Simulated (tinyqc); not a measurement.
One-electron ion in a basis of Gaussians, step by step. One step of it, computed by the program tinyqc.

Problem. Generalised eigenproblem. Solve H C = S C e through S^(-1/2); each column has its largest component positive (the first on a tie).

H = T + V (hartree), lower triangle:
```
           1          2          3          4          5           6
1  -3.232173
2  -3.121665  -4.060478
3  -2.174514  -3.794360  -2.476611
4  -1.212649  -2.983104  -1.793474   9.243652
5  -0.597936  -1.841823  -2.850616  11.085377  56.326436
6  -0.278284  -0.962636  -2.432629   1.936073  61.510606  217.507777
```

S, lower triangle:
```
          1         2         3         4         5         6
1  1.000000
2  0.700691  1.000000
3  0.282234  0.700476  1.000000
4  0.085721  0.282214  0.700660  1.000000
5  0.023239  0.085640  0.282123  0.700336  1.000000
6  0.006057  0.023239  0.085689  0.282144  0.700692  1.000000
```

Give: eigenvalues of S; eigenvalues; coefficients.

Solution.

eigenvalues of S: 0.0532  0.1498  0.3936  0.9058  1.7609  2.7368

eigenvalues (hartree): -4.4986  -1.8158  3.3401  24.7956  100.5276  357.8522

coefficients:
```
        1        2        3        4        5        6
1  0.2143   1.2897  -0.8264   0.3299   0.1449  -0.0674
2  0.6212  -0.7826   1.8454  -0.9952  -0.4471   0.2062
3  0.2658  -0.1914  -1.5026   1.8292   0.9772  -0.4530
4  0.0544  -0.0554   0.0483  -1.7438  -1.7311   0.9068
5  0.0090  -0.0043  -0.0566   0.1835   1.7647  -1.5755
6  0.0017  -0.0018   0.0041  -0.0518  -0.1756   1.5789
```

For Z = 6 and l = 1 the exact lowest level is -Z^2/(2 n^2) with n = l + 1: -4.500000 hartree.
